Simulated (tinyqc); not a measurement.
Solid solubility of a dopant against its melt (retrograde solidus), clustering and the electrically active fraction. Changing the interaction L of the melt. Computed by tinyqc, a small Python program. Command: `OMP_NUM_THREADS=1 python tinyqc.py 3020539 3020540 out.jsonl retro sweep`. One thread of a shared host (Intel(R) Xeon(R) Processor @ 2.30GHz), about 0.02 s of CPU time with the checks.

Inputs (values chosen for the exercise, of the order of those of aluminium in silicon for the solubility):
```
quantity                                   value    unit
melting point of the host T_m               1687       K
heat of melting of the host H_f             50.2  kJ/mol
enthalpy of transfer from melt to solid H  0.582      eV
entropy of transfer S                      -2.12     k_B
site density N0                            5e+22  1/cm^3
temperature T                               1620       K
```

Constants: R = 8.314462618 J/(mol K); k_B = 8.617333262e-05 eV/K; e = 1.602176634e-19 C; N_A = 6.02214076e+23 1/mol.

Method. x_l and x_s are atom fractions of the dopant in melt and solid; the solid is dilute. Liquidus of the host: R T ln(1 - x_l) + L x_l^2 = -H_f (1 - T/T_m). Distribution: k = x_s/x_l = exp[L (1 - x_l)^2/(R T)] exp(S/k_B - H/(k_B T)), the first factor being the activity coefficient in the melt. Solubility = x_s N0; at T_m x_l = 0. The largest x_s N0 between 900 K and T_m. For an ideal melt with constant heats the maximum has x_l = H_f/(H + H_f), H in the same units.

One run for each value; columns: (1) interaction L of the melt (kJ/mol); (2) x_l; (3) distribution coefficient k; (4) solubility (1/cm^3); (5) temperature of the maximum (K):
```
(1)         (2)        (3)         (4)     (5)
-25.00  0.11584  0.0004351  2.5199e+18  1341.4
-19.70  0.11941  0.0005973  3.5659e+18  1355.7
-14.40  0.12342  0.0008165  5.0387e+18  1372.4
-9.14   0.12795  0.0011081  7.0894e+18  1391.6
-3.86   0.13319  0.0014969  9.9686e+18  1413.6
1.43    0.13936  0.0020084  1.3995e+19  1438.6
6.71    0.14679  0.0026681  1.9583e+19  1466.5
12.00   0.15611  0.0035015  2.7330e+19  1497.7
```

What does the table show, and why?

Over the rows, x_l rises from 0.116 to 0.156; distribution coefficient k rises from 4.35e-4 to 0.00350; solubility (1/cm^3) rises from 2.52e18 to 2.73e19. A melt that binds the dopant (L < 0) lowers its activity and so the solubility in the solid.

Extremes, crossings and ranges named in words are read from the listed rows.
